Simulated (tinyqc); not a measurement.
Bloch-Grueneisen resistivity of a metal: one step, computed by the program tinyqc.

Electrons scatter from a Debye spectrum of phonons (n = 5 for scattering within one band, n = 3 for scattering into a second, heavy band) and from static defects.

Question. Total resistivity and derived numbers. J_n(y) = int_0^y x^n e^x/(e^x - 1)^2 dx, by 96 Gauss-Legendre points (upper limit at most 60). rho_ph = (n - 1) rho_1 (T/Theta)^n J_n(Theta/T), with rho_1 = 2 pi lambda_tr k_B Theta/(hbar eps_0 w_p^2), the high-temperature line at T = Theta. Matthiessen's rule: rho = rho_0 + rho_ph. Temperature coefficient (1/rho) d rho/dT by a central difference of +/- 0.5 K; residual ratio rho(295 K)/rho(4.2 K); scattering time tau = 1/(eps_0 w_p^2 rho); Wiedemann-Franz kappa = L_0 T/rho, L_0 = (pi^2/3)(k_B/e)^2.

Inputs (values chosen for the exercise, modelled on nickel):
```
quantity                      value         unit
exponent n                        5            -
Debye temperature Theta         399            K
transport coupling lambda_tr    0.2            -
Drude plasma energy hbar w_p    5.8           eV
residual resistivity rho_0     0.12  microohm cm
temperature T                   600            K
```

Addition: none.

Constants: k_B = 1.380649e-23 J/K; hbar = 1.054571817e-34 J s; eps_0 = 8.8541878128e-12 F/m; hbar = 6.582119569e-16 eV s; k_B = 8.617333262e-05 eV/K.

Give: resistivity rho; temperature coefficient; residual resistance ratio; scattering time; Wiedemann-Franz conductivity.

Answer.

resistivity rho = 14.13 microohm cm

temperature coefficient = 1.733 1e-3/K

residual resistance ratio = 54.24

scattering time = 10.29 fs

Wiedemann-Franz conductivity = 103.7 W/(m K)

The coefficient is 1.04 times 1/T; it exceeds 1/T because the phonon part, extended linearly, meets zero above T = 0. Caution: scattering from magnetic disorder, left out here, raises the resistivity of this ferromagnet well above the phonon value.
